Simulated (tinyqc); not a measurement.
All-pass ring resonator: two steps of the calculation.

A ring of length L = 2 pi Rr coupled to one bus waveguide: round-trip amplitude a = 10^(-al L/20), self-coupling t = sqrt(1 - k2). At detuning d from the resonance the round-trip phase is p = 2 pi d/FSR and the transmission T = (a^2 - 2 a t cos p + t^2)/(1 - 2 a t cos p + a^2 t^2). Lossless coupler, linear absorption only.

Values chosen for this exercise; values close to those of silicon waveguides:
- lam = 1550 nm (cold resonance wavelength)
- Rr = 7.5 um (ring radius)
- ng = 4.39 (group index)
- al = 13 dB/cm (propagation loss)
- k2 = 0.021 (power coupling)
- dT = 0.00016 1/K (thermo-optic change of the effective index)
- Rt = 3.2 K/mW (thermal resistance)
- fa = 0.46 (share of the loss that heats the ring)
- Pin = 0.25 mW (input power)
- dl = 98 pm (laser detuning from the cold resonance)

Constants: c = 299792458 m/s. Results are converted to the units shown.

Question 1. Resonance parameters. FSR = lam^2/(ng L), finesse F = pi sqrt(a t)/(1 - a t), FWHM = FSR/F, Q = lam/FWHM, Tmin = (a - t)^2/(1 - a t)^2, power build-up k2 a^2/(1 - a t)^2, optical bandwidth c/(lam Q).

Wanted: a; t; FSR; F; FWHM; Q; Tmin; build-up; bandwidth.

Answer 1.

a = 0.9930
t = 0.9894
FSR = 11.61 nm
F = 177.8
FWHM = 65.30 pm
Q = 2.374e4
Tmin = -13.92 dB
build-up = 67.54
bandwidth = 8.149 GHz

The ring is overcoupled; critical coupling needs k2 = 1 - a^2 = 0.0140.

Question 2. Thermal shift of the resonance. T is the transmission at d = dl - s, p = 2 pi d/FSR; out = (lam dT/ng) Rt fa (1 - T) Pin; s(new) = out.

s after iteration 1 = 1.9931826 pm
a = 0.99297187
t = 0.98944429
FSR = 11.613356 nm

Find: d; T; out; s after iteration 2.

Answer 2.

d = 96.007 pm
T = 0.90052
out = 2.0681 pm
s after iteration 2 = 2.0681 pm

Program tinyqc, `OMP_NUM_THREADS=1 python tinyqc.py 2650018 2650019 out.jsonl`; Intel Xeon 2.30GHz, shared host, one thread, about 0.01 s.
